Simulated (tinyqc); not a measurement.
Thin film modes against wave vector: bulk, surface, particle and sheet plasmons.

Zero temperature, parabolic band: kF = (3 pi^2 n)^(1/3), EF = c kF^2/m, Ep^2 = 8 pi c e2 n/(m eb), qTF^2 = 6 pi e2 n/(eb EF), c = hbar^2/2m0, e2 = e^2/(4 pi eps0), n in 1/angstrom^3 (1e-24 per 1/cm^3).

Constants: hbar^2/2m0 = 3.80998211 eV angstrom^2; e^2/(4 pi eps0) = 14.39964547 eV angstrom.

Inputs chosen for the exercise (a free-electron density near that of Na; the results hold for these values, not for the real material): n = 2.68e+22 1/cm^3 (electron density); m = 1 m0 (mass); eb = 1 (background dielectric constant); ed = 4 (dielectric constant of the surroundings); d = 20 angstrom (film thickness).

Drude medium eps = eb (1 - Ep^2/E^2), no retardation. A film of thickness d has modes eps = -ed coth(q d/2) (lower) and eps = -ed tanh(q d/2) (upper); a sheet with ns = n d has E^2 = 4 pi c e2 ns q/(m ed). One surface: eps = -ed; small sphere: eps = -2 ed.

Modes (eV):

| q d | q (1/angstrom) | lower | upper | sheet |
|---|---|---|---|---|
| 0.020 | 0.00100 | 0.3036 | 5.961 | 0.3039 |
| 0.050 | 0.00250 | 0.4790 | 5.796 | 0.4806 |
| 0.10 | 0.00500 | 0.6752 | 5.550 | 0.6796 |
| 0.20 | 0.0100 | 0.9478 | 5.140 | 0.9612 |
| 0.50 | 0.0250 | 1.460 | 4.320 | 1.520 |
| 1.0 | 0.0500 | 1.956 | 3.602 | 2.149 |
| 2.0 | 0.100 | 2.431 | 3.022 | 3.039 |
| 4.0 | 0.200 | 2.679 | 2.759 | 4.298 |
| 8.0 | 0.400 | 2.718 | 2.719 | 6.079 |

bulk, surface, sphere (eV): 6.079  2.719  2.026

What can be read from this table?

At small q d the lower mode tends to the sheet law sqrt(q) (within 5 % up to q d = 0.5 of the values listed) and the upper one starts near the bulk value. At q d = 8 the two are 0.0015 eV apart around the surface value 2.719 eV. Retardation, left out here, matters where q is below about three times sqrt(ed) E/(hbar c), hbar c = 1973.27 eV angstrom: that holds for 0 of the rows (from the top) for the lower mode and 4 for the upper one.

(tinyqc, `OMP_NUM_THREADS=1 python tinyqc.py 1680614 1680615 out.jsonl`, Intel(R) Xeon(R) Processor @ 2.30GHz, 1 thread, shared host, about 0.01 s.)
